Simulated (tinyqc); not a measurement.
# Changing the source 2: bath temperature

Model: precursor delivery and alloy composition in metal-organic vapour-phase epitaxy. Computed by tinyqc, a small Python program. Command: `OMP_NUM_THREADS=1 python tinyqc.py 3029523 3029524 out.jsonl movpe sweep`. One thread of a shared host (Intel(R) Xeon(R) Processor @ 2.30GHz), about 0.01 s of CPU time with the checks.

Carrier gas leaves each bubbler saturated. Group-III species cross a boundary layer and react at the surface; element 2 can also desorb. The film is (1)_(1-x) (2)_x V with a zinc-blende cell.

Inputs (values chosen for the exercise, close to those used for InGaP from TEGa and TMIn):

| quantity | value | unit |
|---|---|---|
| source 1: a in log10(p/torr) = a - b/T | 8.08 | - |
| source 1: b | 2162 | K |
| source 1: bath temperature | 16 | C |
| source 1: carrier flow | 3.8 | sccm |
| source 2: a | 10.52 | - |
| source 2: b | 3014 | K |
| source 2: carrier flow | 100 | sccm |
| bubbler pressure p_b | 600 | torr |
| group-V hydride flow | 65 | sccm |
| total flow | 23 | slm |
| reactor pressure p | 200 | torr |
| diffusivity D0 at 273.15 K and 760 torr | 0.4 | cm^2/s |
| boundary layer delta | 0.61 | cm |
| prefactor of the surface rate k_s | 1.3e+13 | cm/s |
| energy of k_s | 1.99 | eV |
| prefactor of the loss of element 2 | 7.7e+14 | layers/s |
| energy of the loss | 3.1 | eV |
| lattice constant a | 5.65 | angstrom |
| growth temperature T | 630 | C |

Constants: k_B = 1.380649e-23 J/K; k_B = 8.617333262e-05 eV/K.

Method:
- Temperatures in kelvin are T(C) + 273.15.
- Vapour pressure p_v = 10^(a - b/T); precursor flow = carrier flow x p_v/(p_b - p_v); 1 sccm = 44.615 micromol/min; V/III = hydride flow over the sum of both; gas share x_g = F2/(F1 + F2).
- Partial pressure p_i = p F_i/(44615 x total flow in slm); density n_i = p_i/(k_B T), 1 torr = 133.322 Pa; D = D0 (T/273.15)^1.75 (760/p), h = D/delta, the same for both; k_s = prefactor x exp(-energy/(k_B T)); arrival J_i = n_i/(1/h + 1/k_s); in layers per second g_i = J_i a^2/2 (two group-III sites per a^2 on (001)).
- Loss of element 2 is r x with r = prefactor x exp(-energy/(k_B T)). Then x = (g2 - r x)/(g1 + g2 - r x), or r x^2 - (g1 + g2 + r) x + g2 = 0, smaller root; growth rate G = g1/(1 - x) layers/s; one layer is a/2 thick, 1 angstrom/s = 0.36 um/h.
- Distribution coefficient = [x/(1 - x)]/[x_g/(1 - x_g)], x_g = g2/(g1 + g2).

One run for each value:

| source 2: bath temperature (C) | solid share x | growth rate G (um/h) | gas share x_g |
|---|---|---|---|
| 17 | 0.89806 | 0.6381 | 0.89862 |
| 19 | 0.91221 | 0.7409 | 0.91263 |
| 21 | 0.92439 | 0.8604 | 0.92471 |
| 23 | 0.93488 | 0.9988 | 0.93511 |
| 25 | 0.94388 | 1.1590 | 0.94406 |
| 27 | 0.95161 | 1.3441 | 0.95174 |
| 29 | 0.95824 | 1.5575 | 0.95834 |
| 31 | 0.96392 | 1.8031 | 0.96400 |
| 33 | 0.96881 | 2.0853 | 0.96886 |

Describe and explain the trends.

Over the rows, solid share x rises from 0.898 to 0.969; growth rate G (um/h) rises from 0.638 to 2.09; gas share x_g rises from 0.899 to 0.969. The vapour pressure rises by about 7.8 % per kelvin, so bath control sets composition control.

Caution (all rows): the lattice constant is held fixed as x changes, delta does not respond to the flow, both precursors share one D and k_s, and gas-phase side reactions are left out.
